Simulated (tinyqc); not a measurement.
Inside a calculation. Method: Ewald sum of point charges, simple cubic lattice in a neutralising background. Computed by tinyqc, a small Python program that keeps every step. Command: `OMP_NUM_THREADS=1 python tinyqc.py 30743 30744 out.jsonl` (the two numbers bound the seeds that draw the settings). One thread of a shared host (Intel(R) Xeon(R) Processor @ 2.60GHz), about 0.02 s of CPU time with the checks.

## Ewald sum with eta = 0.373 1/bohr

cell vectors (rows) (bohr):
$$\begin{pmatrix}
8.140000 & 0.000000 & 0.000000 \\
0.000000 & 8.140000 & 0.000000 \\
0.000000 & 0.000000 & 8.140000
\end{pmatrix}$$

Charges:
```
q               f1        f2        f3
1.000000  0.000000  0.000000  0.000000
```

Real space: 1/2 sum q_i q_j erfc(eta r)/r over all images with r > 0; reciprocal space: (2 pi/V) sum_(G != 0) exp(-G^2/4 eta^2)/G^2 |S(G)|^2 with S(G) = sum q exp(i G.r); self term -eta/sqrt(pi) sum q^2; background -pi Q^2/(2 V eta^2), Q the total charge.

Real-space shells (first ones):
```
r (bohr)   pairs  sum (hartree)
8.140000       6       0.000006
11.511698     12       6.57e-10
14.098894      8              0
```

Reciprocal shells (first ones that count):
```
G^2 (1/bohr^2)  vectors  sum (hartree)
0.595814              6       0.040215
1.191629             12       0.013786
1.787443              8       0.002100
2.383257              6       0.000405
2.979072             24       0.000444
3.574886             24       0.000127
4.766514             12       0.000006
5.362329             30       4.26e-06
5.958143             24       1.05e-06
6.553957             24       3.28e-07
7.149772              8       3.43e-08
7.745586             24       3.26e-08
```

## The total does not depend on eta

The same sums for other eta.

Totals (hartree per cell):
```
eta           real  reciprocal       self  background        total
0.373000  0.000006    0.057088  -0.210443   -0.020933  -0.17428117
0.614000         0    0.179856  -0.346412   -0.007725  -0.17428117
0.798000         0    0.280516  -0.450223   -0.004573  -0.17428117
```

shortest distance = 8.140000 bohr
